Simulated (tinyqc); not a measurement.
Inside a calculation: donors on two lattice sites with valley-orbit split states. Values are carried at full precision from step to step, so a last printed digit may differ when a step is redone from the rounded ones.

Each donor binds at most one electron, in any of its states. For a site s, W_s = sum over its states of g exp(E/kT), and the ionised share is 1/(1 + W_s exp(eta)), eta = (EF - Ec)/kT; n = Nc F_1/2(eta); neutrality n + NA = ND x (mean ionised share, the two sites in equal numbers); holes are neglected. Nc from N = 2 (m kB T/(4 pi c))^(3/2) with c = hbar^2/2m0, in 1/angstrom^3; times 1e24 for 1/cm^3, m = md. F_j(eta) = (1/Gamma(j + 1)) integral_0^infinity x^j dx/(1 + exp(x - eta)), which tends to exp(eta) for eta << 0.

Constants: hbar^2/2m0 = 3.80998211 eV angstrom^2; kB = 8.617333262e-05 eV/K.

Values chosen for the exercise (near those of nitrogen in 4H-SiC; the results hold for these values, not for the real material): md = 0.802 m0 (density-of-states mass of the conduction band); E = (64.9, 57.1, 114.2, 70.9) meV (binding energies of h ground, h excited, k ground, k excited); g = (2, 4, 2, 4) (their degeneracies with spin); T = 225 K; ND = 6.3e+18 1/cm^3 (donors, half on each site); NA = 0 1/cm^3 (compensating acceptors, all ionised); mu0 = 37 cm^2/(V s) (mobility at heavy doping); mu1 = 984 cm^2/(V s) (mobility at light doping and 300 K); Nr = 1.8e+17 1/cm^3 (reference doping); de = 0.61 (doping exponent); ga = 2.4 (temperature exponent).

## Partition sums of the neutral donor

Give each term g exp(E/kT), W_s, and the effective degeneracy W_s exp(-E_ground/kT).

Nc = 1.1706e+19 1/cm^3

terms: h ground 56.85, h excited 76.04, k ground 722.8, k excited 154.9

W_s: h 132.89, k 877.70

effective degeneracy: h 4.675, k 2.429

The ground state alone would give 2 and all states together 6 on each site; here the excited states hold 57 % and 18 % of the bound electrons on the h and k sites.

## Neutrality

Solve for eta.

eta = -3.090
n = 5.24e+17 1/cm^3

ionised share: h 0.142, k 0.024

n is 0.083 of ND - NA. The deeper k site is ionised 0.17 times as much as the h site.

## Mobility and resistivity

Mobility (Caughey-Thomas form): mu = mu0 + (mu1 (T/300)^(-ga) - mu0)/(1 + ((ND + NA)/Nr)^de); rho = 1/(e n mu), e = 1.602176634e-19 C.

Compare with full ionisation, n = ND - NA.

mu = 234.6 cm^2/(V s)
rho = 0.0508 ohm cm
rho at full ionisation = 0.00422 ohm cm

Incomplete ionisation raises rho by a factor 12.

## Checks

- n + NA against ND times the mean ionised share (1/cm^3): both 5.241e+17.

(tinyqc, `OMP_NUM_THREADS=1 python tinyqc.py 1650787 1650788 out.jsonl`, Intel(R) Xeon(R) Processor @ 2.30GHz, 1 thread, shared host, about 0.01 s.)
